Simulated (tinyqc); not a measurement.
Worked calculation: lattice vibrations of a chain. One step of it, computed by the program tinyqc.

Problem. Frequencies. omega^2 are the eigenvalues; wavenumber = 521.4708 sqrt(eigenvalue) 1/cm.

D(q) (eV/(angstrom^2 u)), lower triangle (Hermitian):
```
                    1          2         3
1            0.265799
2           -0.711466   6.230769
3  0.000000-0.031796i  -0.873583  0.216242
```

Give: eigenvalues; wavenumbers; weights |e|^2 of the mass-weighted modes.

Solution.

eigenvalues: 0.0243  0.2530  6.4355

wavenumbers (1/cm): 81.2  262.3  1322.9

weights |e|^2 of the mass-weighted modes:
```
        mode 1  mode 2  mode 3
atom 1  0.2921  0.6951  0.0129
atom 2  0.0309  0.0010  0.9680
atom 3  0.6770  0.3039  0.0191
```
